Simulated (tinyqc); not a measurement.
Two-diode model of a solar cell: two steps of the calculation.

J is the current delivered and Vj = V + J Rs the junction voltage. J = X JL - J01 (exp(Vj/(n1 Vt)) - 1) - J02 (exp(Vj/(2 Vt)) - 1) - Vj/Rp. The photocurrent does not depend on voltage.

Parameters, values chosen for the exercise; values of the order met in cells of silicon:
- T = 273 K (temperature)
- JL = 32.8 mA/cm^2 (photocurrent at one sun)
- X = 10 suns (concentration)
- J01 = 1.3e-15 A/cm^2 (saturation current of the first diode)
- n1 = 1 (ideality factor of the first diode)
- Rs = 0.011 ohm cm^2 (series resistance)
- Rp = 5000 ohm cm^2 (shunt resistance)
- Pin = 100 mW/cm^2 (incident power at one sun)
- J02 = 5e-9 A/cm^2 (saturation current of the second diode (ideality 2))

Constants: q = 1.602176634e-19 C, kB = 1.380649e-23 J/K, Vt = kB T/q. Results are converted to the units shown.

Question 1. New Vj. Maximum power: dP/dVj = f = J (1 + 2 Rs G) - G Vj = 0. G = -dJ/dVj = J01 exp(Vj/(n1 Vt))/(n1 Vt) + J02 exp(Vj/(2 Vt))/(2 Vt) + 1/Rp. H = dG/dVj; f' = -2 G - 2 Rs G^2 + (2 Rs J - Vj) H; Vj(new) = Vj - f/f'.

Vj at the start = 0.7 V

Find: J; G; H; f; f'; Vj after iteration 1.

Answer 1.

J = 302.52 mA/cm^2
G = 0.76986 S/cm^2
H = 26.184 S/(cm^2 V)
f = -231.26 mA/cm^2
f' = -19.707 S/cm^2
Vj after iteration 1 = 0.68827 V

Question 2. Figures of merit. Jsc at V = 0, Voc at J = 0, the maximum power point where J (1 + 2 Rs G) = G Vj with G = -dJ/dVj; FF = Vmp Jmp/(Voc Jsc); efficiency Vmp Jmp/(X Pin). Empirical fill factor without parasitics FF0 = (v - ln(v + 0.72))/(v + 1), v = Voc/(n1 Vt).

Wanted: Jsc; Voc; Vmp; Jmp; FF; efficiency; FF0.

Answer 2.

Jsc = 328.00 mA/cm^2
Voc = 0.77444 V
Vmp = 0.68105 V
Jmp = 311.84 mA/cm^2
FF = 0.83609
efficiency = 21.238 %
FF0 = 0.86687

FF is 3.6 % below FF0. Removing one loss at a time changes the efficiency by: second diode +0.84, series resistance +0.11, shunt +0.01 points.

tinyqc, about 0.01 s, one thread, Intel Xeon 2.30GHz (shared host): `OMP_NUM_THREADS=1 python tinyqc.py 2280103 2280104 out.jsonl`
